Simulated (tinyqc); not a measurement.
# Charge-trap memory cell, step by step

Program tinyqc, `OMP_NUM_THREADS=1 python tinyqc.py 2130117 2130118 out.jsonl`; Intel Xeon 2.30GHz, shared host, one thread, about 0.02 s. Printed values are rounded.

Channel, tunnel oxide, storage layer, blocking layer, gate. N electrons per area sit in a sheet at the centroid and shift the threshold by U = (q/eps0) N (tb/eb + xc tn/en). EOT = t1 + 3.9 (tn/en + tb/eb); tunnel field F = (Vg - U)/EOT; dN/dt = eta (J/q)(1 - N/Nm). Fowler-Nordheim: J = A F^2 exp(-B/F), A = q^2/(16 pi^2 hbar mo phi) (times 1e14 for A/cm^2 with F in V/nm, emitter mass m0), B = (4/3) sqrt(mo/C) phi^1.5, C = hbar^2/(2 m0).

Parameters, values chosen for the exercise; oxide values close to those of silicon dioxide, storage layer close to silicon nitride, blocking layer close to silicon dioxide: tunnel barrier phi = 3.17 eV; tunnelling mass mo = 0.46 m0; tunnel oxide (permittivity 3.9) t1 = 4.8 nm; storage layer tn = 8.9 nm; its relative permittivity en = 7.5; blocking layer tb = 7 nm; its relative permittivity eb = 3.9; charge centroid, share of tn counted from the blocking side xc = 0.32; capture efficiency of an empty layer eta = 0.71; trap density Nm = 1.6e13 cm^-2; storage temperature T = 398 K; shallowest trap depth E1 = 0.8 eV; deepest trap depth E2 = 2.18 eV; attempt frequency nu = 1e13 1/s; gate voltage less flat band and surface potential Vg = 17.7 V; first time step d0 = 2e-5 s; growth of the step gr = 1.8; steps n = 8.

Constants: q = 1.602176634e-19 C, kB = 1.380649e-23 J/K, hbar = 1.054571817e-34 J s, m0 = 9.1093837015e-31 kg, Vt = kB T/q, eps0 = 8.8541878128e-14 F/cm where lengths are in cm, hbar^2/(2 m0) = 0.0380998212 eV nm^2. Results are converted to the units shown.

Range of the model: The Fowler-Nordheim form needs F t1 above phi; trap-assisted paths and leakage through the blocking layer are left out.

## Constants of the stack

EOT, the shift for 1e12 electrons per cm^2, the shift with all traps full, and the starting field, current and rate.

EOT = 16.4280 nm
shift for 1e12 cm^-2 = 0.393498 V
shift with all traps full = 6.29596 V
F(0) = 1.07743 V/nm
J(0) = 0.00353900 A/cm^2
dN/dt at the start = 1.56830e16 cm^-2 s^-1

## Midpoint steps of growing length

N(half) = N + (d/2) r(N), N(new) = N + d r(N(half)), r = dN/dt; the step starts at d0 and is multiplied by gr each time. Field in the blocking layer (3.9 F + q N/eps0)/eb.

```
step       t (s)   N (cm^-2)    U (V)  F (V/nm)  blocking field (V/nm)
0              0           0  0.00000   1.07743                1.07743
1           2e-5  2.83315e11  0.11148   1.07064                1.08379
2         5.6e-5  6.85624e11  0.26979   1.06101                1.09282
3      0.0001208  1.20680e12  0.47487   1.04852                1.10452
4     2.37440e-4  1.82508e12  0.71816   1.03371                1.11839
5     4.47392e-4  2.50846e12  0.98707   1.01734                1.13373
6     8.25306e-4  3.22727e12  1.26992   1.00013                1.14986
7     0.00150555  3.95947e12  1.55804   0.98259                1.16630
8     0.00272999  4.69038e12  1.84565   0.96508                1.18270
```

A converged integration gives U = 1.910 V at the last time; the steps are 3.4 % below that. The tunnel field falls by 10.4 % while the blocking field rises by 9.77 %.

## Retention after ten years

Retention: filled traps are spread evenly in depth from E1 to E2, and each empties at the rate nu exp(-E/kB T). The share left is the mean of exp(-nu t exp(-E/kB T)) = [kB T/(E2 - E1)] [E1x(nu t exp(-E2/kB T)) - E1x(nu t exp(-E1/kB T))], E1x the exponential integral; traps shallower than about Ed = kB T ln(nu t) are empty. t = 3.15576e8 s.

Ed = 1.69782 eV
share left = 0.335059
loss a decade while Ed lies between E1 and E2, kB T ln 10/(E2 - E1) = 0.0572259

The sharp-edge estimate (E2 - Ed)/(E2 - E1) is 0.349; the true edge lies 0.577 kB T deeper.
